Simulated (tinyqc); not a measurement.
Metal gate on a two-layer dielectric stack with fixed charge and a dipole: two steps of the calculation.

Gate, layer 2, layer 1, p-type semiconductor; x runs from the gate inwards. Charges are counted in units of +q. psi is the band bending at the surface, positive towards inversion. Classical charge, Boltzmann statistics, no interface traps.

Values chosen for this exercise; band and dielectric values close to those of germanium, layer 1 close to silicon dioxide, layer 2 close to zirconium oxide: temperature T = 300 K; band gap Eg = 0.664 eV; relative permittivity eps_r = 15.7; valence-band density of states at T Nv = 5.95e18 cm^-3; electron affinity chi = 4.03 eV; acceptor density Na = 6.5e17 cm^-3; work function of the gate metal pM = 4.41 eV; thickness of layer 1, next to the semiconductor t1 = 1.3 nm; relative permittivity of layer 1 e1 = 3.89; thickness of layer 2, next to the gate t2 = 5 nm; relative permittivity of layer 2 e2 = 25.7; fixed charge at the semiconductor interface Q1 = 1.9e12 cm^-2; fixed charge between the layers Q2 = 2e11 cm^-2; uniform charge density in layer 1 r1 = 0 cm^-3; uniform charge density in layer 2 r2 = 5.4e18 cm^-3; flat-band shift by a dipole layer between the layers Vd = 0 V; band bending psi of the working point ps = 0.712 V.

Constants: q = 1.602176634e-19 C, kB = 1.380649e-23 J/K, Vt = kB T/q, eps0 = 8.8541878128e-14 F/cm where lengths are in cm. Results are converted to the units shown.

Task 1. Equivalent thickness and work-function difference. EOT = 3.9 (t1/e1 + t2/e2), Cox = eps0/(t1/e1 + t2/e2); phi_ms = pM - (chi + Eg - Vt ln(Nv/Na)).

Find: EOT; Cox; share of layer 1 in the EOT; phi_ms.

Result 1.

EOT = 2.0621 nm
Cox = 1.6746 uF/cm^2
share of layer 1 in the EOT = 63.205 %
phi_ms = -0.22676 V

Task 2. Fields and voltage drops. Gauss: D = -Qs just inside the semiconductor; going towards the gate subtract q Q1, then q r1 t1, q Q2 and q r2 t2. Field = D/(eps0 e); the drop over a layer is its mean field times its thickness; Vg = phi_ms + Vd + psi + both drops.

Qs = -2.6613584 uC/cm^2

Give: D; field; drop over layer 2; drop over layer 1; Vg.

Result 2.

| place | D (uC/cm^2) | field (MV/cm) |
|---|---|---|
| layer 2, gate side | 1.8923 | 0.8316 |
| layer 2, inner side | 2.3249 | 1.0217 |
| layer 1, outer side | 2.3569 | 6.8431 |
| layer 1, semiconductor side | 2.3569 | 6.8431 |
| semiconductor surface | 2.6614 | 1.9145 |

drop over layer 2 = 0.46332 V
drop over layer 1 = 0.88960 V
Vg = 1.8382 V

The same Vg follows from Vfb + psi - Qs/Cox. The largest field, 6.84 MV/cm in size, is at: layer 1, outer side.

Range of the model: The acceptor density exceeds a tenth of Nv, where Boltzmann statistics begin to fail. At the working point ps the carrier density at the surface is 59 times the band density of states, where degeneracy and quantisation, left out here, matter.

Numbers from tinyqc (`OMP_NUM_THREADS=1 python tinyqc.py 2010069 2010070 out.jsonl`; about 0.01 s on one thread of a shared Intel Xeon 2.30GHz).
